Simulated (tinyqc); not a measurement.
Gate-all-around wire, scale length and short-channel effects: effect of the wire diameter.

A round wire of diameter ts in an insulator shell of thickness ti under a surrounding gate. Below threshold the potential that source and drain add obeys Laplace's equation and vanishes on the gate. Its lowest mode decays along the channel as exp(-k y); k is the smallest positive root of the matching condition at the interface, and the scale length is Lambda = pi/k.

k is the smallest positive root of f(k) = ei J0(u)[J1(u) Y0(v) - Y1(u) J0(v)] - eps_r J1(u)[J0(u) Y0(v) - Y0(u) J0(v)], u = k ts/2, v = u + k ti. Along the channel psi(y) = s + a exp(y/l) + b exp(-y/l) with psi(0) = Vbi, psi(L) = Vbi + Vds and l = 1/k = Lambda/pi; with A = Vbi - s, B = A + Vds, x = exp(-L/l): a = (B - A x) x/(1 - x^2), b = (A - B x)/(1 - x^2). The minimum is s + 2 sqrt(a b), at y = (l/2) ln(b/a). The long-channel potential follows the gate as s = sT + (Vg - VTL)/m, and the threshold VT is the gate voltage at which the minimum equals sT. Swing = m Vt ln 10/g at threshold, g = d(minimum)/ds = 1 - (b x + a)/((1 + x) sqrt(a b)). DIBL = [VT(0.05 V) - VT(Vds)]/(Vds - 0.05 V). sT and Vbi are held fixed; m = 1.

Inputs (values chosen for the exercise); permittivities: semiconductor close to that of silicon, insulator close to that of silicon dioxide:
- T = 250 K (temperature)
- eps_r = 11.9 (relative permittivity of the semiconductor)
- ei = 3.75 (relative permittivity of the insulator)
- ti = 1.5 nm (insulator thickness)
- L = 17 nm (channel length)
- Vbi = 0.96 V (potential of the source)
- sT = 0.48 V (potential of the barrier top at threshold)
- Vds = 0.7 V (drain voltage)

Constants: q = 1.602176634e-19 C, kB = 1.380649e-23 J/K, Vt = kB T/q. Results are converted to the units shown.

Results:
```
ts (nm)  Lambda (nm)  L/Lambda  VT - VTL at Vds (mV)  DIBL (mV/V)  swing (mV/decade)
1.5           3.8676    4.3955               -1.5135      0.76829             49.715
1.9           4.3878    3.8744               -3.4410       1.7476             49.855
2.4           4.9983    3.4012               -7.2769       3.6995             50.133
3.7           6.4264    2.6453               -24.438       12.477             51.371
4.6           7.3191    2.3227               -41.515       21.279             52.594
5.7           8.3377    2.0389               -66.995       34.516             54.404
```

Estimate the missing row, ts = 2.9 nm.

Computed row:
```
ts (nm)  Lambda (nm)  L/Lambda  VT - VTL at Vds (mV)  DIBL (mV/V)  swing (mV/decade)
2.9           5.5713    3.0513               -12.705       6.4681             50.526
```

With this row back in the table: As ts goes from 1.5 to 5.7 nm, Lambda rises from 3.87 to 8.34 nm, DIBL rises from 0.768 to 34.5 mV/V and the swing rises from 49.7 to 54.4 mV a decade. On average Lambda goes as ts^(0.58). For ts = 1.5 to 3.7 nm the semiconductor is under 4 nm thick, where quantum confinement shifts the threshold.

Numbers from tinyqc (`OMP_NUM_THREADS=1 python tinyqc.py 2420027 2420028 out.jsonl`; about 0.01 s on one thread of a shared Intel Xeon 2.30GHz).
